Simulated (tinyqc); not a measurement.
# Changing the localisation length xi

Model: hopping conduction between localised states. Computed by tinyqc, a small Python program. Command: `OMP_NUM_THREADS=1 python tinyqc.py 3020433 3020434 out.jsonl hop sweep`. One thread of a shared host (Intel(R) Xeon(R) Processor @ 2.30GHz), about 0.01 s of CPU time with the checks.

Energies are counted from the Fermi level. A small network shows the mechanism; the laws of an infinite system follow.

Inputs (values chosen for the exercise, for a model defective oxide):
```
quantity,value,unit
density of states g_0,6.3e+18,1/(eV cm^3)
permittivity eps,7.1,-
activation energy E_a to extended states,0.082,eV
prefactor of activated conduction,150,S/cm
prefactor of hopping,3.9,S/cm
conductance scale G_0,1,microsiemens
temperature T,16,K
```

Dimension: 3D.

sites of the small network (nm, nm, meV):
```
,x,y,energy
1,0,1.38,0.01
2,1.18,0.64,-8.43
3,2.56,0.09,-2.71
4,3.83,1.37,-1.8
5,4.74,1.36,9.95
6,5.9,0.66,0.61
```

Constants: k_B = 8.617333262e-05 eV/K; e^2/(4 pi eps_0) = 14.39964548 eV angstrom.

Method:
- Miller-Abrahams exponent s_ij = 2 r_ij/xi + (|E_i| + |E_j| + |E_i - E_j|)/(2 k_B T); G_ij = G_0 exp(-s_ij). The diagonal is set to 0 and not used.
- Site 1 is held at potential 1 and site 6 at 0; Kirchhoff's law sum_j G_ij (u_i - u_j) = 0 fixes the others; G = sum_j G_1j (1 - u_j). G_ij = G_0 exp(-s_ij).
- Mott: T_M = 21.2/(k_B g_0 xi^3), exponent (T_M/T)^(1/4), mean hop r = (3/8) xi times the exponent. Efros-Shklovskii: T_ES = 2.8 e^2/(4 pi eps eps_0 k_B xi), exponent (T_ES/T)^(1/2). Coulomb gap width g_0^(1/2) (e^2/(4 pi eps eps_0))^(3/2). The numerical coefficients come from percolation theory and are given.
- sigma = s_1 exp(-E_a/k_B T) + s_2 exp(-larger of the two exponents); reduced activation energy w = d ln(sigma)/d ln(T) by a central difference of +/- 1 %.

One run for each value:
```
localisation length xi (nm),hopping part (S/cm),-ln(G/G_0),T_M (K),T_ES (K)
0.25,1.0947e-48,18.937,2.4992e+09,26360
0.44,6.5641e-32,13.410,4.5842e+08,14977
0.59,1.2365e-25,11.152,1.9014e+08,11169
0.78,8.1140e-21,9.170,8.2288e+07,8449
1.00,2.6633e-17,7.656,3.9050e+07,6590
1.40,1.7943e-13,6.000,1.4231e+07,4707
1.90,9.6386e-11,4.798,5.6933e+06,3468
```

Give the missing row, localisation length xi (nm) = 0.33.

Computed row:
```
localisation length xi (nm)  hopping part (S/cm)  -ln(G/G_0)     T_M (K)  T_ES (K)
0.33                                  1.4649e-39      15.922  1.0866e+09     19969
```

Interpolating between the two neighbouring rows (the first column on a logarithmic scale, the others too where they are positive) misses most in hopping part (S/cm), by 87 %. Over the rows, hopping part (S/cm) rises from 1.09e-48 to 9.64e-11 (exponent d ln y / d ln x 76 between the first rows and 21 between the last); -ln(G/G_0) falls from 18.9 to 4.80 (exponent d ln y / d ln x -0.62 between the first rows and -0.73 between the last); T_M (K) falls from 2.50e9 to 5.69e6 (exponent d ln y / d ln x about -3.0 throughout). The exponent of T_M stays at -3: T_M = 21.2/(k_B g_0 xi^3).
